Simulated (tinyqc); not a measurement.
Changing the temperature T: strain, valley repopulation and piezoresistance in a many-valley conduction band. Computed by tinyqc, a small Python program. Command: `OMP_NUM_THREADS=1 python tinyqc.py 3020438 3020439 out.jsonl valleys sweep`. One thread of a shared host (Intel(R) Xeon(R) Processor @ 2.30GHz), about 0.05 s of CPU time with the checks.

Valleys are ellipsoids with mass m_l along the axis a and m_t across it, parabolic, with one constant relaxation time; strain shifts the valleys and leaves the masses alone. Currents are taken along [100], along the load, and along [010], across the load.

Inputs (values chosen for the exercise, modelled on silicon): longitudinal mass m_l = 0.892 m_0; transverse mass m_t = 0.185 m_0; shear deformation potential Xi_u = 9.3 eV; dilation deformation potential Xi_d = 1.1 eV; C11 = 166 GPa; C12 = 63.5 GPa; C44 = 79.8 GPa; stress X (tension positive) = 390 MPa; electron density n = 4.7e+16 1/cm^3; relaxation time tau = 62 fs.

Valley axes: <100> (6 valleys in 3 pairs). Load: uniaxial [100].

Constants: k_B = 8.617333262e-05 eV/K; m_0 = 9.1093837015e-31 kg; k_B = 1.380649e-23 J/K; hbar = 1.054571817e-34 J s; e = 1.602176634e-19 C.

Method:
- Compliances S11 = (C11 + C12)/((C11 - C12)(C11 + 2 C12)), S12 = -C12/((C11 - C12)(C11 + 2 C12)), S44 = 1/C44; stress sigma_ij = X n_i n_j for the unit vector n of the load; e_xx = S11 sigma_xx + S12 (sigma_yy + sigma_zz), e_xy = S44 sigma_xy/2 (tensor strain).
- Herring-Vogt shift of a valley with unit axis a: dE = Xi_d tr(e) + Xi_u a.e.a.
- Each of the 6 valleys holds n_v = N_v (2/sqrt(pi)) F_1/2((E_F - dE_v)/(k_B T)), N_v = 2 (m_d k_B T/(2 pi hbar^2))^(3/2), m_d = (m_l m_t^2)^(1/3); E_F solves sum n_v = n and is counted from the unstrained edge.
- F_j(eta) = int_0^infinity x^j/(1 + exp(x - eta)) dx, without a gamma-function factor. It is evaluated after integrating by parts.
- Integrals over x = E/(k_B T) use 160 Gauss-Legendre points in u = sqrt(x) from 0 to sqrt(max(eta, 0) + 32).
- Mobility tensor mu = e tau sum_v (n_v/n) [1/m_t + (1/m_l - 1/m_t) a a^T]; unstrained mu_0 = e tau (1/m_l + 2/m_t)/3; resistivity along d from the inverse tensor, rho_d = d.mu^-1.d/(n e), mobility along d = 1/(d.mu^-1.d); gauge pi_d = (rho_d/rho_0 - 1)/X.
- With eta_0 the reduced Fermi level without strain, r = F_-1/2(eta_0)/(2 F_1/2(eta_0)) (1 for a classical gas) and c = r (Xi_u/k_B T) (m_l - m_t)/(2 m_l + m_t): pi11 = -(2/3) c (S11 - S12), pi12 = -pi11/2, pi44 = 0, with S11 - S12 = 1/(C11 - C12).

One run for each value; columns: (1) temperature T (K); (2) pi11 (1e-11/Pa); (3) degeneracy factor r; (4) resistance change along the first direction (%); (5) resistance change along the second direction (%):
```
(1)      (2)      (3)      (4)     (5)
50   -499.45  0.99081  -26.412  21.871
71   -353.05  0.99455  -26.330  21.758
100  -251.22  0.99673  -25.938  21.229
150  -167.73  0.99822  -24.541  19.418
210  -119.89  0.99892  -22.348  16.809
290   -86.85  0.99934  -19.512  13.793
420   -59.99  0.99962  -15.860  10.405
600   -42.00  0.99978  -12.441   7.648
```

Over the rows, pi11 (1e-11/Pa) rises from -499 to -42.0 (exponent d ln y / d ln x about -1.00 throughout); degeneracy factor r rises from 0.9908 to 0.9998 (exponent d ln y / d ln x 0.011 between the first rows and 4.4e-4 between the last); resistance change along the first direction (%) rises from -26.4 to -12.4 (exponent d ln y / d ln x -0.0089 between the first rows and -0.68 between the last). The exponent of pi11 stays between -1.00 and -0.99, near -1: the 1/T law of a classical gas. Repopulation depends on the splitting over k_B T (over E_F when r is small).
